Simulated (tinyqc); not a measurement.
## Thermal resistances of a two-die stack

Inverse problem. Heat leaves through the lower die only, and the system is linear. Find the resistance R1 from the lower die to the coolant, R2 between the dies, and the rise of the upper die when both are powered.

Parameters, values chosen for the exercise:
```
symbol  value  unit                 meaning
P1         54     W  power of the lower die
P2         17     W  power of the upper die
```

rises of the lower and upper die with only the lower one powered (K): [16.2, 16.2]
rises of the lower and upper die with only the upper one powered (K): [5.1, 12.41]

Answer. With only the lower die powered no heat crosses R2, so both dies rise by P1 R1; the difference in the second test is P2 R2; rises add.

R1 = 0.300 K/W
R2 = 0.430 K/W
rise of the upper die = 28.6 K

Numbers from tinyqc (`OMP_NUM_THREADS=1 python tinyqc.py 2162217 2162218 out.jsonl`; about 0.02 s on one thread of a shared Intel Xeon 2.30GHz).
